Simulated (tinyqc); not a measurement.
Length of a molecular wire: coherent transport through a tight-binding bridge. Computed by the program tinyqc. T = Gamma_L Gamma_R |G_1n|^2 with the self-energies of semi-infinite chains.

A uniform bridge between two chains:
```
parameter                        value
site energy (eV)              1.120000
hopping in the bridge (eV)    0.760000
lead hopping (eV)             1.840000
couplings (eV)              1.18, 0.46
E (eV)                       -0.260000
```

Transmission against length:
```
sites           T     ln T
2      7.2849e-02  -2.6194
3      5.8164e-02  -2.8445
4      6.5952e-02  -2.7188
5      1.1033e-01  -2.2042
7      6.0471e-01  -0.5030
8      1.8013e-01  -1.7141
9      8.2399e-02  -2.4962
10     5.9598e-02  -2.8201
```

Estimate the missing row, sites = 6.

Computed row:
```
sites           T     ln T
6      3.1422e-01  -1.1577
```

E lies inside the band of the bridge (|E - e|/2h = 0.908 < 1): T does not decay but oscillates with length, between 0.058 and 0.605 here, as levels of the bridge pass E.
